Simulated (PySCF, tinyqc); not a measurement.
RKS/PBE0 in the sto-3g basis, for H4, spin multiplicity 1, step by step. The lowest restricted solution is unstable here: a spin-polarised one lies 0.0309 hartree lower (PySCF). One step of it, computed by the program tinyqc.

Question. Iteration 2: diagonalisation and new density. Diagonalise F' = X^T F X, C = X C', fill 2 alpha and 2 beta electrons from the bottom; D = 2 C_occ C_occ^T. Each column has its largest component positive (the first on a tie).

Kohn-Sham matrix F (hartree), lower triangle:
```
           1H 1s      2H 1s      3H 1s      4H 1s
1H 1s  -0.133842
2H 1s  -0.148139  -0.142775
3H 1s  -0.008744  -0.099612  -0.142775
4H 1s   0.004295  -0.008744  -0.148139  -0.133842
```

X, lower triangle:
```
           1H 1s      2H 1s      3H 1s     4H 1s
1H 1s   1.016043
2H 1s  -0.105233   1.025504
3H 1s   0.009373  -0.081282   1.025504
4H 1s  -0.001203   0.009373  -0.105233  1.016043
```

Give: F' = X^T F X; orbital energies; coefficients C; D after iteration 2.

Answer.

F' = X^T F X (hartree), lower triangle:
```
         1        2        3        4
1  -0.1081
2  -0.1272  -0.1041
3   0.0100  -0.0848  -0.1041
4   0.0029   0.0100  -0.1272  -0.1081
```

orbital energies (hartree): MO1 -0.2715, MO2 -0.2098, MO3 -0.0225, MO4 0.0795

coefficients C:
```
          MO1      MO2      MO3      MO4
1H 1s  0.3579   0.5363   0.6256  -0.4861
2H 1s  0.5067   0.3916  -0.4400   0.6824
3H 1s  0.5067  -0.3916  -0.4400  -0.6824
4H 1s  0.3579  -0.5363   0.6256   0.4861
```

D after iteration 2, lower triangle:
```
         1H 1s    2H 1s   3H 1s   4H 1s
1H 1s   0.8315
2H 1s   0.7828   0.8203
3H 1s  -0.0573   0.2068  0.8203
4H 1s  -0.3191  -0.0573  0.7828  0.8315
```
